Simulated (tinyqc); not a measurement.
Worked calculation: two-dimensional electron gas with Rashba and Dresselhaus coupling. Values are carried at full precision from step to step, so a last printed digit may differ when a step is redone from the rounded ones.

H = c k^2/m + al (ky sx - kx sy) + b1 (kx sx - ky sy) + gam kx ky (kx sy - ky sx), s the Pauli matrices, x = [100], c = hbar^2/2m0, b1 = gam (pi/L)^2 (hard walls). H = c k^2/m + B.s, so E = c k^2/m -/+ |B| and the lower state has its spin along -B.

Constants: hbar^2/2m0 = 3.80998211 eV angstrom^2; hbar = 6.58211957e-16 eV s.

Parameters, chosen for this exercise (of the size met in GaAs; the results hold for these values, not for the real material): m = 0.0707 m0 (mass); al = 0.018 eV angstrom (Rashba constant); gam = 10.8 eV angstrom^3 (bulk Dresselhaus constant); L = 237 angstrom (width of the (001) well); n = 2.4 1e11/cm^2 (sheet density (one subband filled)); phi = 75 degrees (angle of k from [100]).

## Scales

b1; mean Fermi wave vector k0 = sqrt(2 pi n) (1e11/cm^2 = 1e-5/angstrom^2); E0 = c k0^2/m; b3 = gam k0^2/4; kR = al m/(2c) and ER = al kR/2, the shift and depth of a pure Rashba band.

b1 = 0.001898 eV angstrom
k0 = 0.01228 1/angstrom
E0 = 8.126 meV
b3 = 0.0004072 eV angstrom
kR = 0.0001670 1/angstrom
ER = 0.001503 meV

The ratio al/(b1 - b3) is 12.08; kR is 1.4 % of k0.

## Spin-orbit field at one point of the Fermi circle

k = k0 (cos phi, sin phi). Form B, the splitting 2|B| and the direction of the lower spin, atan2(-By, -Bx).

Bx, By (meV): [0.2147, -0.0784]

splitting = 0.4572 meV
direction of the lower spin = 159.9 degrees

## The matrix

H = [[E0, Bx - i By], [Bx + i By, E0]] in meV; diagonalise. Precession period h/(2|B|) = 2 pi hbar/(splitting).

H (meV), rows up, down and columns alike:
$$\begin{pmatrix}
8.1263 & 0.2147+0.0784i \\
0.2147-0.0784i & 8.1263
\end{pmatrix}$$

levels (meV): [7.8978, 8.3549]

period = 9.05 ps

## The two wave vectors at the energy E0 along this direction

Solve c k^2/m -/+ |B(k)| = E0. The spin turns by (k_outer - k_inner) per length, so a half turn takes pi/(difference).

k (1/angstrom): outer 0.012454, inner 0.012108

difference = 0.0003454 1/angstrom
length of a half turn = 909.5 nm

For linear terms alone the difference is (m/c)|B|/k, whatever the energy: every electron along this direction turns alike, the basis of the spin transistor. The cubic term makes it depend on density.

## Checks

- Difference of the Fermi wave vectors without Dresselhaus terms against al m/c: both 0.00033402.

tinyqc: `OMP_NUM_THREADS=1 python tinyqc.py 1451501 1451502 out.jsonl`; about 0.01 s, one thread, shared Intel(R) Xeon(R) Processor @ 2.30GHz.
